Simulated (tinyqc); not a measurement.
Carrier lifetime of an n-type layer with SRH, radiative, Auger and surface recombination: one step of the calculation.

Uniform excess density dn = dp (no trapping), n = n0 + dn, p = p0 + dn, Boltzmann statistics, full ionisation. Surfaces enter as a rate 2 S dn/d, which holds while diffusion to them is fast.

Task. Lifetime, shares and quasi-Fermi splitting. With e = n p - ni^2 = dn (n0 + p0 + dn): U_SRH = e/(tp0 (n + n1) + tn0 (p + p1)), U_rad = B e, U_Aug = (Cn n + Cp p) e, U_s = 2 S dn/d. tau = dn/U, shares of U, splitting Vt ln(n p/ni^2), radiative efficiency U_rad/U.

Inputs (values chosen for the exercise); band and dielectric values close to those of silicon: temperature T = 250 K; radiative coefficient B = 4.76e-15 cm^3/s; Auger coefficient (two electrons) Cn = 2.6e-31 cm^6/s; Auger coefficient (two holes) Cp = 1.4e-31 cm^6/s; surface recombination velocity (both faces) S = 300 cm/s; sample thickness d = 7 um.

Constants: q = 1.602176634e-19 C, kB = 1.380649e-23 J/K, Vt = kB T/q. Results are converted to the units shown.

converged dn = 6.6898638e14 cm^-3
ni = 1.3218802e8 cm^-3
n0 = 1.5e16 cm^-3
p0 = 1.1649116 cm^-3
n1 = 243.49586 cm^-3
p1 = 7.1761686e13 cm^-3
tn0 = 4.7892720e-5 s
tp0 = 9.5785441e-6 s

Give: tau; shares; quasi-Fermi splitting.

Result.

tau = 1.062e-6 s
shares (%): SRH 8.97, radiative 0.01, Auger 0.01, surface 91.02
quasi-Fermi splitting = 0.7331 V

Surface recombination takes the largest share. dn is 0.045 times the doping: low injection.

Numbers from tinyqc (`OMP_NUM_THREADS=1 python tinyqc.py 2300136 2300137 out.jsonl`; about 0.01 s on one thread of a shared Intel Xeon 2.30GHz).
